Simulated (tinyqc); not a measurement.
Finite-size error of a charged defect in a periodic cell: Madelung and Makov-Payne terms: one step, computed by the program tinyqc. Command: `OMP_NUM_THREADS=1 python tinyqc.py 3029998 3029999 out.jsonl imagecharge walk`. One thread of a shared host (Intel(R) Xeon(R) Processor @ 2.30GHz), about 0.08 s of CPU time with the checks.

L is the cube root of the cell volume. The defect charge is a Gaussian, rho(r) = q (2 pi sigma^2)^(-3/2) exp(-r^2/2 sigma^2), repeated periodically in a uniform neutralising background and screened by a continuum. The model cell energy is E(L) = E_0 + [periodic - isolated electrostatic energy].

Question. Madelung energy. Ewald sum for a unit point charge: scale each Cartesian component of the cell by 1/sqrt(eps_i), giving R', G' and V'; E = [ (1/2) sum erfc(eta R')/R' + (2 pi/V') sum exp(-G'^2/4 eta^2)/G'^2 - eta/sqrt(pi) - pi/(2 V' eta^2) ] e^2/(4 pi eps_0) / sqrt(eps_x eps_y eps_z), over n_i = -6..6, omitting n = (0,0,0), eta = 2/V'^(1/3). alpha = -2 E eps_g L/(e^2/(4 pi eps_0)), eps_g = (eps_x eps_y eps_z)^(1/3).

Inputs (values chosen for the exercise, for a model host): charge q = -2 e; cell length L = 14.2 angstrom; dielectric constant eps = 8.78.

Supercell lattice: bcc. Screening: isotropic.

cell vectors (rows) (angstrom):
```
           1          2          3
1  -8.945439   8.945439   8.945439
2   8.945439  -8.945439   8.945439
3   8.945439   8.945439  -8.945439
```

Constants: e^2/(4 pi eps_0) = 14.39964548 eV angstrom.

Give: terms for a unit charge; Madelung constant alpha; point-charge correction -q^2 E.

Answer.

terms for a unit charge (eV): real space 0.0010, reciprocal 0.0079, self -0.1303, background -0.0454

Madelung constant alpha = 2.888

point-charge correction -q^2 E = 0.6672 eV
